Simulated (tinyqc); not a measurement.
Which input was changed? Model: thermal stress, cracking, delamination and buckling of a thin film; Griffith cracks and misfitting inclusions. Computed by tinyqc, a small Python program. Command: `OMP_NUM_THREADS=1 python tinyqc.py 3012407 3012408 out.jsonl filmcrack which`. One thread of a shared host (Intel(R) Xeon(R) Processor @ 2.30GHz), about 0.05 s of CPU time with the checks.

Isotropic linear elasticity; the substrate is much thicker than the film; stress is positive in tension.

Inputs (values chosen for the exercise, modelled on a silicon nitride film on silicon):
```
quantity                          value        unit
film Young's modulus E              254         GPa
film Poisson ratio nu              0.24           -
film expansion alpha_f             3.32      1e-6/K
substrate expansion alpha_s         3.2      1e-6/K
deposition temperature T_d         1275           K
final temperature T                 300           K
intrinsic stress                   -640         MPa
film thickness h                  0.079  micrometre
half width of a debonded strip w    2.3  micrometre
substrate Young's modulus E_s       146         GPa
substrate Poisson ratio nu_s        0.2           -
inclusion radius R                 0.19  micrometre
```

Inclusion: long cylinder (a filled via).

Method:
- Thermal strain = (alpha_f - alpha_s)(T_d - T); stress = E/(1 - nu) x strain + intrinsic stress; plane-strain modulus Ebar = E/(1 - nu^2); G0 = stress^2 h/(2 Ebar) is the energy freed per area when a long strip loses its stress across its width.
- A strip of half width w clamped at both edges buckles at sigma_c = (pi^2/12) Ebar (h/w)^2. Above it: height = h sqrt((4/3)(|s|/sigma_c - 1)), driving force at the edges G = G0 (1 - sigma_c/|s|)(1 + 3 sigma_c/|s|); below it both are 0. The smallest strip that buckles has w0 = pi h sqrt(Ebar/(12 |s|)).
- Film material fills a long cylinder of radius R in the substrate, with the misfit e = thermal strain (it wants to shrink if e > 0). With the axial strain held by the substrate, s0 = (1 + nu) e/[(1 + nu)(1 - 2 nu)/E + (1 + nu_s)/E_s]; inside s_rr = s_tt = s0 and s_zz = E e + 2 nu s0; outside s_rr = s0 (R/r)^2, s_tt = -s_rr. Keep-out radius: where |s_rr| falls to 10 MPa (R if it is lower at the wall).

Question. One of these inputs alone was changed, within the range given: film Poisson ratio nu (0.12 to 0.45); substrate expansion alpha_s (1.6 to 6.4); film thickness h (0.0395 to 0.158); half width of a debonded strip w (1.15 to 4.6). Which one, and to what value?

Results:
```
run     radial stress at the wall s0 (MPa)  keep-out radius (micrometre)  driving force at the edges (J/m^2)
before                            13.48608                     0.2206462                          0.06890846
after                             12.21068                     0.2099537                          0.07213871
```

Answer.

Each candidate set to reproduce radial stress at the wall s0, and what it then gives:
```
candidate                                       range searched  value needed  keep-out radius (micrometre)  driving force at the edges (J/m^2)
film Poisson ratio nu                             0.12 to 0.45        0.1730                       0.20995                            0.072139
substrate expansion alpha_s (1e-6/K)                1.6 to 6.4         3.211                       0.20995                            0.069845
film thickness h (micrometre)                  0.0395 to 0.158     no effect                             -                                   -
half width of a debonded strip w (micrometre)      1.15 to 4.6     no effect                             -                                   -
```

Only film Poisson ratio nu fits every result: it went from 0.24 to 0.173. The next best candidate, substrate expansion alpha_s, misses one result by 3.2 %.
